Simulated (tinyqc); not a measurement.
Switching kinetics of a ferroelectric film and the memory window of a ferroelectric gate stack. Changing the share s of P screened by trapped charge. Computed by tinyqc, a small Python program. Command: `OMP_NUM_THREADS=1 python tinyqc.py 3004717 3004718 out.jsonl feswitch sweep`. One thread of a shared host (Intel(R) Xeon(R) Processor @ 2.30GHz), about 0.01 s of CPU time with the checks.

Fields in MV/cm; 1 microcoulomb/cm^2 over eps_0 is 11.29409 MV/cm. In the stack (metal, ferroelectric, interlayer, channel) the channel is taken as a conductor.

Inputs (values chosen for the exercise, for a model film):
```
quantity                                 value               unit
saturation polarisation P_s                 40  microcoulomb/cm^2
ratio P_r/P_s                             0.74                  -
coercive field E_c                        0.62              MV/cm
permittivity of the ferroelectric eps_F     43                  -
thickness t_F                              8.9                 nm
permittivity of the interlayer eps_I       7.5                  -
interlayer thickness t_I                  0.62                 nm
pulse height V                             3.8                  V
breakdown field of the interlayer           17              MV/cm
```

Method:
- Saturated branches: P(E) = P_s tanh[(E -/+ E_c)/(2 delta)], delta = E_c/ln[(1 + P_r/P_s)/(1 - P_r/P_s)]; D = P + eps_0 eps_F E.
- At threshold the channel charge is negligible, so D = 0 on each branch: (1 - s) P(E) + eps_0 eps_F E = 0, with the screened share s. The rising branch has the root E0 between 0 and E_c; window = 2 E0 t_F; its upper bound is 2 E_c t_F.
- Series stack: V = E_F t_F + E_I t_I and eps_I E_I = eps_F E_F + (1 - s) P/eps_0. Before switching P = -P_r, after it P = +P_s; in retention V = 0 and P = +P_r.

One run for each value; columns: (1) share s of P screened by trapped charge; (2) memory window (V); (3) depolarising field over E_c; (4) E_I after switching (MV/cm); (5) fixed-charge estimate 2 (1 - s) P_r t_F/(eps_0 eps_F) (V):
```
(1)      (2)     (3)     (4)     (5)
0.30  1.0135  2.5052  47.623  9.6871
0.39  1.0014  2.1831  43.749  8.4416
0.47  0.9875  1.8968  40.306  7.3345
0.56  0.9666  1.5747  36.432  6.0890
0.65  0.9364  1.2526  32.558  4.8435
0.73  0.8955  0.9663  29.115  3.7364
0.82  0.8163  0.6442  25.241  2.4910
0.90  0.6690  0.3579  21.797  1.3839
0.99  0.1283  0.0358  17.923  0.1384
```

Describe and explain the trends.

Over the rows, memory window (V) falls from 1.01 to 0.128; depolarising field over E_c falls from 2.51 to 0.0358; E_I after switching (MV/cm) falls from 47.6 to 17.9. Screening from 0.3 to 0.99 cuts the depolarising field by a factor 70.0 and the window by 7.90: the field is linear in the unscreened charge, while the window saturates towards 2 E_c t_F when that charge is large.

Caution (all rows): the interlayer field exceeds its breakdown field, so charge injection would change the fields. Caution (rows 0.300, 0.390, 0.470, 0.560, 0.650): a depolarising field above E_c switches the film back, so P_r is not held.

Extremes, crossings and ranges named in words are read from the listed rows.
